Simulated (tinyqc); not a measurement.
Anneal temperature: kinetics of strain relaxation and threading dislocations in mismatched semiconductor layers. Computed by tinyqc, a small Python program. Command: `OMP_NUM_THREADS=1 python tinyqc.py 3009697 3009698 out.jsonl threading walk`. One thread of a shared host (Intel(R) Xeon(R) Processor @ 2.30GHz), about 0.01 s of CPU time with the checks.

60-degree dislocations on {111} planes of a (001) layer, isotropic elasticity. The Schmid factor is 1/sqrt(6), and a misfit segment relieves strain with b/2.

Inputs (values chosen for the exercise, modelled on Si(0.8)Ge(0.2) on Si):

| quantity | value | unit |
|---|---|---|
| misfit f | 0.00806 | - |
| shear modulus G | 62.7 | GPa |
| Poisson ratio nu | 0.27 | - |
| Burgers vector b | 3.88 | angstrom |
| glide activation energy Q | 2.16 | eV |
| velocity prefactor v0 | 21000 | m/s per MPa |
| layer thickness h | 220 | nm |
| anneal temperature T | 936 | K |
| anneal time t | 160 | s |
| initial thread density rho_0 | 15000 | 1/cm^2 |
| multiplication constant delta | 2000 | 1/m |

Sources: multiplication.

Constants: k_B = 8.617333262e-05 eV/K.

Method:
- Excess resolved stress tau = (1/sqrt 6) [2 G (1 + nu)/(1 - nu)] (e - e_eq), e_eq = b (1 - nu/4) [ln(h/b) + 1]/(4 pi (1 + nu) h), the Matthews-Blakeslee strain of an uncapped layer; glide velocity v = v0 tau exp(-Q/(k_B T)), tau in MPa.
- Threads run in two directions, so de/dt = -(b/4) rho v, and they multiply as d rho/dt = delta rho v. With x = e - e_eq, x0 = f - e_eq (fully strained at t = 0) and v = m S x (m the mobility, S x = tau): rho = rho_0 + (4 delta/b)(x0 - x), so dx/dt = -k x (a - x), k = delta m S, a = x0 + b rho_0/(4 delta): a logistic law, x = a/[1 + (a/x0 - 1) exp(k a t)].
- The half time is that at which x = x0/2.

half time = 107.906 s

excess stress tau = 650.487 MPa

equilibrium strain e_eq = 7.56419e-04

After the time t:

| T (K) | first velocity (micrometre/s) | relieved (%) | threads (1/cm^2) | half time (s) |
|---|---|---|---|---|
| 789 | 2.1794e-01 | 7.1947e-03 | 1.6083e+04 | 1.5845e+04 |
| 820 | 7.2434e-01 | 2.5980e-02 | 1.8912e+04 | 4.7676e+03 |
| 857 | 2.7108e+00 | 1.3742e-01 | 3.5695e+04 | 1.2739e+03 |
| 887 | 7.2898e+00 | 9.1990e-01 | 1.5353e+05 | 4.7373e+02 |
| 922 | 2.1311e+01 | 4.7815e+01 | 7.2154e+06 | 1.6205e+02 |
| 947 | 4.3681e+01 | 9.9916e+01 | 1.5061e+07 | 7.9059e+01 |
| 981 | 1.0932e+02 | 1.0000e+02 | 1.5074e+07 | 3.1590e+01 |
| 1037 | 4.3446e+02 | 1.0000e+02 | 1.5074e+07 | 7.9488e+00 |

What follows from these numbers?

The half time follows exp(Q/(k_B T)), a decade for each 78 K near 922 K. Relief goes from 0.92 % at 887 K to 99.9 % at 947 K: with multiplication the onset is abrupt, after an incubation in which threads breed, and the final density is set by delta, not by rho_0. Caution: rows with more than 50 % relieved leave out blocking by crossing misfit lines, which slows real layers.

Extremes, crossings and ranges named in words are read from the listed rows.
